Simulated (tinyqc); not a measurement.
Inside a calculation. Method: Ewald sum of point charges, zinc blende lattice. Computed by tinyqc, a small Python program that keeps every step. Command: `OMP_NUM_THREADS=1 python tinyqc.py 26099 26100 out.jsonl` (the two numbers bound the seeds that draw the settings). One thread of a shared host (Intel(R) Xeon(R) Processor @ 2.60GHz), about 0.03 s of CPU time with the checks.

## Ewald sum with eta = 0.484 1/bohr

cell vectors (rows) (bohr):
```
          1         2         3
1  0.000000  4.075000  4.075000
2  4.075000  0.000000  4.075000
3  4.075000  4.075000  0.000000
```

Charges:
```
q                f1        f2        f3
2.000000   0.000000  0.000000  0.000000
-2.000000  0.250000  0.250000  0.250000
```

Real space: 1/2 sum q_i q_j erfc(eta r)/r over all images with r > 0; reciprocal space: (2 pi/V) sum_(G != 0) exp(-G^2/4 eta^2)/G^2 |S(G)|^2 with S(G) = sum q exp(i G.r); self term -eta/sqrt(pi) sum q^2; background -pi Q^2/(2 V eta^2), Q the total charge.

Real-space shells (first ones):
```
r (bohr)   pairs  sum (hartree)
3.529054       8      -0.071230
5.762920      24       0.000666
6.757623      24      -0.000027
8.150000      12       7.14e-08
8.881257      24      -6.53e-09
9.981671      48       8.04e-11
10.587161     32              0
11.525841     24              0
12.054013     48              0
```

Reciprocal shells (first ones that count):
```
G^2 (1/bohr^2)  vectors  sum (hartree)
1.783059              8       0.248522
2.377412              6       0.148267
6.537884             24       0.001272
7.132237              8       0.000412
11.292709            24       4.61e-06
11.887062            24       4.64e-06
16.047533            32       2.70e-08
20.802358            48       1.96e-10
21.396711            30       1.26e-10
```

## The total does not depend on eta

The same sums for other eta.

Totals (hartree per cell):
```
eta            real  reciprocal       self  background        total
0.484000  -0.070590    0.398482  -2.184542    0.000000  -1.85665085
0.619000  -0.009092    0.946307  -2.793867    0.000000  -1.85665085
0.752000  -0.000792    1.538306  -3.394165    0.000000  -1.85665085
```

shortest distance = 3.529054 bohr

Madelung constant -E d / (formula units |q+ q-|) = 1.638055
